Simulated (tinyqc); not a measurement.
Temperatures in a stack of 2 dies with leakage feedback: one step of the calculation.

One-dimensional heat flow to a sink below die 0. The power of each die is released in a plane at its top; from the plane of die j > 0 heat crosses its silicon (ts), a bond layer and the wiring of die j - 1; from die 0 it crosses t0, paste and sink. Copper shares the path through bond and wiring in parallel: k_eff = fm km + (1 - fm) k. Silicon is taken at the temperature of the plane above it. Leakage is P_l exp((T - 350 K)/Tl).

Problem. Resistances per area at 300 K. R = thickness/conductivity for each layer.

Inputs (values chosen for the exercise); conductivities of the order met in silicon, wiring layers, bonds and pastes: conductivity of silicon at 300 K k0 = 146 W/(m K); thickness of a thinned die ts = 50 um; thickness of the die next to the sink t0 = 300 um; thickness of the wiring layers tb = 12 um; conductivity of the wiring layers kb = 3.3 W/(m K); thickness of a bond layer tg = 20 um; conductivity of the bond dielectric kg = 1 W/(m K); area share of copper through bond and wiring fm = 0; conductivity of copper km = 390 W/(m K); paste and lid Rt = 0.2 K cm^2/W; heat sink Rs = 1.14 K cm^2/W.

Give: thick die; thinned die; k_eff of the bond; k_eff of the wiring; bond plus wiring; paste plus sink.

Solution.

thick die = 0.02055 K cm^2/W
thinned die = 0.003425 K cm^2/W
k_eff of the bond = 1.000 W/(m K)
k_eff of the wiring = 3.300 W/(m K)
bond plus wiring = 0.2364 K cm^2/W
paste plus sink = 1.340 K cm^2/W

Numbers from tinyqc (`OMP_NUM_THREADS=1 python tinyqc.py 2162010 2162011 out.jsonl`; about 0.03 s on one thread of a shared Intel Xeon 2.30GHz).
